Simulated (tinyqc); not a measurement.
Internal photoemission over an interface barrier: one step of the calculation.

Electrons are excited from a metal over the barrier Phi(F) = P0 - sqrt(q F/(4 pi eps0 ei)), whose top lies at xm = sqrt(q/(16 pi eps0 ei F)). The yield is Y = A (hv - Phi)^p exp(-xm/l), with A = 1 here.

Question. Threshold from a spectrum. The yields were made at this field with a scatter of 1 %. Fit Y^(1/n) on hv by least squares for n = 2 and n = 3; the zero of the line is the threshold.

| point | hv (eV) | Y |
|---|---|---|
| 0 | 1.72 | 0.01866 |
| 1 | 1.85 | 0.06382 |
| 2 | 1.98 | 0.1365 |
| 3 | 2.11 | 0.2312 |
| 4 | 2.24 | 0.3608 |
| 5 | 2.37 | 0.5086 |

Find: Y^(1/2); Y^(1/3); threshold for n = 2; threshold for n = 3.

Answer.

| point | Y^(1/2) | Y^(1/3) |
|---|---|---|
| 0 | 0.1366 | 0.2652 |
| 1 | 0.2526 | 0.3996 |
| 2 | 0.3695 | 0.5149 |
| 3 | 0.4808 | 0.6138 |
| 4 | 0.6007 | 0.7119 |
| 5 | 0.7132 | 0.7982 |

threshold for n = 2 = 1.566 eV
threshold for n = 3 = 1.368 eV

Program tinyqc, `OMP_NUM_THREADS=1 python tinyqc.py 2410038 2410039 out.jsonl`; Intel Xeon 2.30GHz, shared host, one thread, about 0.01 s.
